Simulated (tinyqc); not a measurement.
Surface photovoltage measurement of the minority-carrier diffusion length in a wafer: one step, computed by the program tinyqc. Command: `OMP_NUM_THREADS=1 python tinyqc.py 3130276 3130277 out.jsonl spv walk`. One thread of a shared host (Intel(R) Xeon(R) Processor @ 2.30GHz), about 0.01 s of CPU time with the checks.

Low injection, steady light, a depletion layer much thinner than 1/alpha and L. The excess density dn is taken at the front edge of the neutral region; light that reaches the back is lost.

Question. The linear plot. alpha = (84.732/lambda - 76.417)^2 per cm with lambda in micrometre (an empirical fit for silicon between 0.7 and 1.05 micrometre). Thick wafer: dn = Phi L/((S_f + D/L)(L + 1/alpha)). Finite wafer, with s = S_b L/D, w = W/L, a = alpha L: dn = [Phi a/(a^2 - 1)] [a - B - exp(-alpha W)(a - s)/(cosh w + s sinh w)]/(S_f + B D/L), B = (sinh w + s cosh w)/(cosh w + s sinh w). Readings y = (Phi/dn) (1 + noise x g) at 780, 830, 880, 920, 950, 975 and 995 nm; a least-squares line y = c (1/alpha + L_app) gives L_app = intercept/slope.

Inputs (values chosen for the exercise, modelled on p-type silicon at room temperature):
```
quantity                            value        unit
diffusion length L                    280  micrometre
wafer thickness W                     775  micrometre
diffusivity D                        26.8      cm^2/s
front recombination velocity S_f     9300        cm/s
back recombination velocity S_b     18000        cm/s
photon flux entering              4.6e+13  1/(cm^2 s)
relative noise of each reading        0.5           %
```

normal deviates g for the noise: 1.30  -0.43  -1.03  1.26  -1.02  0.91  0.08

Give: the table «Readings» with the columns 1/alpha (micrometre), y (cm/s), line (cm/s), for lambda (nm) = 780, 830, 880, 920, 950, 975, 995; slope; apparent length L_app; error of L_app (rounded to 0.001).

Answer.

Readings:
```
lambda (nm)  1/alpha (micrometre)  y (cm/s)  line (cm/s)
780                           9.6     10689        10620
830                          15.2     10801        10828
880                          25.3     11143        11208
920                          40.7     11843        11781
950                          61.3     12471        12553
975                          90.9     13705        13663
995                         130.9     15159        15159
```

slope = 37.43 cm/(s micrometre)

apparent length L_app = 274.1 micrometre

error of L_app (rounded to 0.001) = -2.109 %

Without noise the error would be -2.0 %, from the finite thickness at W/L = 2.8. S_f scales all readings alike and leaves L_app unchanged.
